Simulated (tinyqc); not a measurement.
Worked calculation: RHF in the 6-311g basis, for H2, spin multiplicity 1. One step of it, computed by the program tinyqc.

Question. Orthogonalisation. S = U s U^T; symmetric (Loewdin) form X = U s^(-1/2) U^T, so that X^T S X = 1.

overlap S, lower triangle:
```
          1H 1s     1H 2s     1H 3s     2H 1s     2H 2s     2H 3s
1H 1s  1.000000
1H 2s  0.706377  1.000000
1H 3s  0.373664  0.788963  1.000000
2H 1s  0.231676  0.399600  0.303263  1.000000
2H 2s  0.399600  0.698711  0.664363  0.706377  1.000000
2H 3s  0.303263  0.664363  0.893111  0.373664  0.788963  1.000000
```

Give: eigenvalues of S; X.

Answer.

eigenvalues of S: 0.0347  0.1380  0.2044  0.8299  0.9374  3.8556

X, lower triangle:
```
         1H 1s    1H 2s    1H 3s    2H 1s    2H 2s   2H 3s
1H 1s   1.3753
1H 2s  -0.7519   2.3592
1H 3s   0.2170  -1.1375   2.7226
2H 1s   0.0003  -0.0065  -0.0361   1.3753
2H 2s  -0.0065  -0.6011   0.3776  -0.7519   2.3592
2H 3s  -0.0361   0.3776  -1.5571   0.2170  -1.1375  2.7226
```
